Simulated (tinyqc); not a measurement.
Born-von Karman spring model of a cubic crystal with one atom per cell: one step, computed by the program tinyqc.

First neighbours lie at a/2 (1,1,1) (8 of them), second at a (1,0,0) (6), with all permutations and signs; the volume per atom is Omega = a^3/2. Two shells of springs match a real metal only roughly, above all at the zone boundary.

Task: Frequencies at the zone boundary. A neighbour at R with unit vector n couples by the matrix K(R) = kL n n^T + kT (1 - n n^T), and D(q) = (1/M) sum_R K(R) [1 - cos(q.R)]. An eigenvalue lambda of D in eV/(angstrom^2 u) gives nu = 15.6333042 THz x sqrt(lambda).

Inputs (values chosen for the exercise, modelled on iron):
```
quantity,value,unit
atomic mass M,55.85,u
radial spring k1L,3.16,eV/angstrom^2
transverse spring k1T,-0.1,eV/angstrom^2
radial spring k2L,1.2,eV/angstrom^2
transverse spring k2T,0.018,eV/angstrom^2
```

Lattice: bcc.

Constants: nu for 1 eV/(angstrom^2 u) = 15.6333042 THz.

Give: Frequencies (THz) at points given in 2 pi/a.

Result:

Frequencies (THz) at points given in 2 pi/a:
```
point,nu 1,nu 2,nu 3
"H (1, 0, 0)",8.312,8.312,8.312
"N (0.5, 0.5, 0)",4.221,5.931,9.690
"P (0.5, 0.5, 0.5)",7.495,7.495,7.495
```
